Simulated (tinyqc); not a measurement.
From one set of inputs to another, one input at a time: vacuum evaporation: vapour pressure, source flux, thickness distribution, purity and step coverage. Computed by tinyqc, a small Python program. Command: `OMP_NUM_THREADS=1 python tinyqc.py 3112517 3112518 out.jsonl evap ladder`. One thread of a shared host (Intel(R) Xeon(R) Processor @ 2.30GHz), about 0.01 s of CPU time with the checks.

Molecular flow, unit sticking of the metal, no re-evaporation. The background gas is taken as water vapour (18.015 g/mol, collision diameter 0.37 nm) at 300 K.

The inputs printed are set A. Set A is modelled on copper, with constants for the liquid; the values taken over come from a set modelled on gallium, with constants for the liquid. Inputs not listed in the table keep their values of set A, so the rows need not describe a real material.

Inputs (values chosen for the exercise, modelled on copper, with constants for the liquid):
```
quantity                    value    unit
molar mass M                63.55   g/mol
film density rho             8.96  g/cm^3
vapour-pressure constant A  10.83       -
vapour-pressure constant B  16380       K
source temperature T         1400       K
source area                  0.76    cm^2
directionality n                1       -
source-to-wafer distance h     44      cm
wafer radius R                  5      cm
background pressure p       2e-07      Pa
sticking of background gas    0.3       -
```

Constants: u = 1.6605390666e-27 kg; k_B = 1.380649e-23 J/K; R = 8.314462618 J/(mol K).

Method:
- log10(p_v/Pa) = A - B/T; flux from the surface Phi = p_v/sqrt(2 pi m k_B T), m = M u.
- Mass loss = Phi x area x m; heat of evaporation = ln(10) R B; d ln Phi/dT = ln(10) B/T^2 - 1/(2 T).
- A small source emits (n + 1) Phi area cos^n(phi)/(2 pi) per solid angle; on a parallel plane at height h and lateral distance l the arrival rate is (n + 1) Phi area/(2 pi h^2) x (1 + (l/h)^2)^(-(n + 3)/2). Growth rate = arrival rate x m/rho, m = M u. The wafer is fixed and centred above the source.
- Mean free path lambda = k_B T_g/(sqrt2 pi d^2 p); unscattered share exp(-h/lambda); gas arrival p/sqrt(2 pi m_g k_B T_g); impurity ratio = sticking x gas arrival/metal arrival; monolayer time = 1e15 cm^-2/(sticking x gas arrival).

Each row keeps all changes above it:
```
input moved                       from     to  non-uniformity (max - min)/(max + min) (%)  impurity ratio  mass loss (g/h)
set A                                -      -                                       1.283         0.01444            0.034
vapour-pressure constant B (K)   16380  14000                                       1.283         0.00029            1.724
background pressure p (Pa)       2e-07  7e-06                                       1.283         0.01009            1.724
source temperature T (K)          1400   1350                                       1.283         0.02324            0.748
source-to-wafer distance h (cm)     44     50                                       0.995         0.03001            0.748
source area (cm^2)                0.76   0.28                                       0.995         0.08145            0.276
wafer radius R (cm)                  5     15                                       8.596         0.08145            0.276
```

Which inputs carry the difference?

Non-uniformity (max - min)/(max + min) goes from 1.28 to 8.60, a factor 6.70 in all. The largest single move comes from wafer radius R (a factor 8.64), and source-to-wafer distance h works against it (a factor 0.776). Impurity ratio goes from 0.0144 to 0.0814, a factor 5.64 in all. The largest single move comes from vapour-pressure constant B (a factor 0.0200), but it runs against the net change; the largest move in the direction of the net change is background pressure p (a factor 35.0). Mass loss goes from 0.0344 to 0.276, a factor 8.01 in all. The largest single move comes from vapour-pressure constant B (a factor 50.1), and source area works against it (a factor 0.368). The single moves hold for this order of the switches; the total does not depend on the order.

Extremes, crossings and ranges named in words are read from the listed rows.
